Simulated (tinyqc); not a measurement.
# CMOS latch-up, two-transistor model: what changes with what

A parasitic pnp (emitter at Vdd, base shunted by Rw) and npn (emitter at ground, base shunted by Rs) feed each other: the npn collector current flows out of the pnp base node, the pnp collector current into the npn base node. Forward-active transistors with constant gains: Icn = Isn exp(Vn/Vt), Icp = Isp (exp(Vp/Vt) - 1). A current Ii is injected into the npn base node.

Parameters, values chosen for the exercise; values close to those of bulk CMOS: temperature T = 350 K; current gain of the npn bn = 23; current gain of the pnp bp = 1; saturation current of the npn at T Isn = 7.7e-13 A; saturation current of the pnp at T Isp = 4.4e-12 A; substrate resistance shunting the npn Rs = 360 ohm; well resistance shunting the pnp Rw = 1400 ohm; resistance from the pnp collector to the npn base R2 = 100 ohm; base-emitter voltage in the on state Von = 0.63 V; saturation voltage Vsat = 0.13 V; supply voltage Vdd = 3.3 V.

Constants: q = 1.602176634e-19 C, kB = 1.380649e-23 J/K, Vt = kB T/q. Results are converted to the units shown.

Each table varies one quantity; the others keep the values above.

## Effect of the well resistance shunting the pnp

Node equations: Vp/Rw + Icp/bp = Icn and Vn/Rs + Icn/bn = Icp + Ii. Loop gain G = gn gp/[(1/Rw + gp/bp)(1/Rs + gn/bn)], gn = Icn/Vt, gp = (Icp + Isp)/Vt; the off state ends where G = 1, and Ii there is the trigger current. On state with both base-emitter voltages at Von: npn base current Ib = (Von/Rs + bp Von/Rw)/(bn bp - 1), holding current Ih = (bn + 1) Ib + Von/Rs, holding voltage Vh = Vsat + Von + R2 (Ib + Von/Rs).

Effect of the well resistance shunting the pnp:
```
Rw (ohm),Vn at trigger (V),trigger current (mA),Ih (mA),Vh (V)
140,0.6686,1.984,8.568,0.9634
270,0.6482,1.861,6.205,0.9536
520,0.6282,1.773,4.981,0.9485
1000,0.6087,1.701,4.346,0.9458
1900,0.5902,1.640,4.021,0.9445
3800,0.5726,1.581,3.840,0.9437
7300,0.5631,1.535,3.753,0.9433
14000,0.5607,1.505,3.708,0.9432
```

What does the table show?

As Rw goes from 140 to 14000 ohm, the trigger current falls from 1.98 to 1.51 mA, Ih falls from 8.57 to 3.71 mA and Vh falls from 0.963 to 0.943 V. Vh exceeds the supply Vdd = 3.3 V, which then cannot sustain a latched state, in 0 of the 8 rows. For Rw = 140, 270 Vn at the trigger exceeds the fixed Von of the on-state formulas, so Ih and Vh are too low there.

## Effect of the substrate resistance shunting the npn

Same model as above.

Result of one run:
```
Rs (ohm),Vn at trigger (V),trigger current (mA),Ih (mA),Vh (V)
130,0.60407,4.6239,10.624,1.2687
```

What becomes of these results when the substrate resistance shunting the npn Rs is changed from 130 to 36 ohm, all else the same?

Result of the changed run:
```
Rs (ohm),Vn at trigger (V),trigger current (mA),Ih (mA),Vh (V)
36,0.63021,17.031,37.082,2.5916
```

The whole series:
```
Rs (ohm),Vn at trigger (V),trigger current (mA),Ih (mA),Vh (V)
36,0.63021,17.031,37.082,2.5916
70,0.61319,8.6356,19.309,1.7030
130,0.60407,4.6239,10.624,1.2687
260,0.60000,2.3086,5.5573,1.0154
500,0.59790,1.2028,3.1255,0.89377
970,0.59638,0.62404,1.8489,0.82995
1900,0.59522,0.32337,1.1842,0.79671
3600,0.59441,0.17553,0.85682,0.78034
```

As Rs goes from 36 to 3600 ohm, the trigger current falls from 17.0 to 0.176 mA, Ih falls from 37.1 to 0.857 mA and Vh falls from 2.59 to 0.780 V. Vh exceeds the supply Vdd = 3.3 V, which then cannot sustain a latched state, in 0 of the 8 rows. The trigger current goes as Rs^(-0.99): most of it flows through the shunt. For Rs = 36 Vn at the trigger exceeds the fixed Von of the on-state formulas, so Ih and Vh are too low there.

tinyqc, about 0.05 s, one thread, Intel Xeon 2.30GHz (shared host): `OMP_NUM_THREADS=1 python tinyqc.py 2670115 2670116 out.jsonl`
